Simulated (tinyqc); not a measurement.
# n-type polysilicon, carrier trapping at grain boundaries, step by step

Computed by the program tinyqc: `OMP_NUM_THREADS=1 python tinyqc.py 2830152 2830153 out.jsonl`, one thread of a shared Intel Xeon 2.30GHz, about 0.01 s for the whole run. Printed values are rounded.

One-dimensional grains of size Lg, uniform ionised doping N, monovalent traps Qt at each boundary at a depth Et below (for electrons) or above (for holes) the band edge there, abrupt depletion of width W on each side of a boundary, Boltzmann statistics. xi is the distance from the band edge at the grain centre to the Fermi level. Trapped charge Qt/(1 + exp((xi + VB - Et)/Vt)) = 2 N W, barrier VB = q N W^2/(2 eps0 eps_r).

Values chosen for this exercise; values of the order met in polycrystalline silicon:
```
symbol,value,unit,meaning
T,350,K,temperature
eps_r,11.7,,relative permittivity
NB,3.53e19,cm^-3,conduction-band density of states at T
Lg,78,nm,grain size
Qt,5.6e11,cm^-2,trap density of a grain boundary
Et,0.46,eV,depth of the trap level from the majority band edge at the boundary
ms,0.27,m0,mass for thermionic emission
fe,0.25,,correction factor of the emission rate
mug,120,cm^2/(V s),mobility inside the grains
N,2.9e17,cm^-3,doping
```

Constants: q = 1.602176634e-19 C, kB = 1.380649e-23 J/K, m0 = 9.1093837015e-31 kg, Vt = kB T/q, eps0 = 8.8541878128e-14 F/cm where lengths are in cm. Results are converted to the units shown.

Range of the model: VB is below Vt, where abrupt depletion and thermionic emission are rough.

## Starting value

W = 5.8 nm.

W at the start = 5.8 nm

## Iteration 1: new W

Partly depleted grain, xi = Vt ln(NB/N): f = 1/(1 + exp((xi + VB - Et)/Vt)), g = Qt f - 2 N W, g' = -2 Qt f (1 - f) VB/(W Vt) - 2 N, W(new) = W - g/g'.

VB = 0.00754397 V
f = 0.999963
g = 2.23579e11 cm^-2
g' = -5.80018e10 cm^-2/nm
W after iteration 1 = 9.65469 nm

## Iteration 2: new W

As before.

VB = 0.0209036 V
f = 0.999942
g = -4.68028e6 cm^-2
g' = -5.80047e10 cm^-2/nm
W after iteration 2 = 9.65461 nm

## Course of the iteration

Stop when the step is below 1e-10 nm, or after 40 iterations.

Course of the iteration:

| iteration | W before the step (nm) | step (nm) |
|---|---|---|
| 1 | 5.8 | 3.85 |
| 2 | 9.65469 | -8.07e-5 |
| 3 | 9.65461 | < 1e-12 |

Converged in 3 iterations.

## Depletion width, Fermi level and barrier

If the trap equation with xi = Vt ln(NB/N) has a root W < Lg/2, the grain is partly depleted; otherwise W = Lg/2 and the trap equation gives xi = Et - VB + Vt ln(Qt/(N Lg) - 1). N* = Qt/Lg.

N* = 7.17949e16 cm^-3
W = 9.65461 nm
xi = 0.144824 V
VB = 0.0209032 V
share of traps filled = 0.999942

N is 4.04 N*, and the grain is partly depleted; VB = 0.693 Vt.

## Resistivity and effective mobility

n0 = NB exp(-xi/Vt); mean density n0 (1 - 2 W/Lg) by charge balance in a partly depleted grain, and n0 (sqrt(pi)/2) erf(u)/u with u = sqrt(VB/Vt) in a fully depleted one; v = sqrt(kB T/(2 pi ms m0)); barrier resistivity Vt exp(VB/Vt)/(q fe n0 v Lg); grain resistivity (1 - 2 W/Lg)/(q n0 mug); effective mobility 1/(q mean density total resistivity).

n0 = 2.9e17 cm^-3
mean density = 2.18209e17 cm^-3
v = 5.59190e6 cm/s
barrier resistivity = 0.119051 ohm cm
grain resistivity = 0.134954 ohm cm
resistivity = 0.254005 ohm cm
effective mobility = 112.609 cm^2/(V s)

The resistivity is 1.42 times that of a single crystal with the same N and mobility mug, and the mean density is 75.2 % of N.
